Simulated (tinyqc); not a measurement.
Sputter depth profiling of a dopant layer: erosion rate, quantification and the mixing-roughness response: one step, computed by the program tinyqc. Command: `OMP_NUM_THREADS=1 python tinyqc.py 3015439 3015440 out.jsonl sims walk`. One thread of a shared host (Intel(R) Xeon(R) Processor @ 2.30GHz), about 0.01 s of CPU time with the checks.

A rastered ion beam erodes silicon (49.94 atoms per nm^3). The measured profile is the true one convolved with a depth response.

Problem. Erosion and sensitivity. Scaling chosen for the exercise: yield Y = Y1 E^0.5, mixing length w = w1 E^0.5 (E in keV). Erosion rate = Y I/(e x raster^2 x density); depth step = rate x counting time; concentration = RSF x counts/matrix counts; detection limit = RSF x 3 sqrt(background x time)/(matrix rate x time).

Inputs (values chosen for the exercise, modelled on a dopant in silicon under an oxygen or caesium beam): beam energy E = 2.9 keV; beam current = 22 nA; raster side = 250 um; sputter yield at 1 keV = 1.6; mixing length at 1 keV = 1.2 nm; relative sensitivity factor RSF = 1.6e+21 1/cm^3; matrix count rate = 4.2e+06 1/s; background count rate = 0.65 1/s; counting time per point = 2 s.

True profile: delta layer.

Constants: e = 1.602176634e-19 C.

Give: yield Y; mixing length w; erosion rate; depth step; detection limit.

Solution.

yield Y = 2.7247

mixing length w = 2.0435 nm

erosion rate = 0.11987 nm/s

depth step = 0.23974 nm

detection limit = 6.5153e+14 1/cm^3

Caution: with so few background counts Poisson statistics, not 3 sqrt(N), set the true limit.
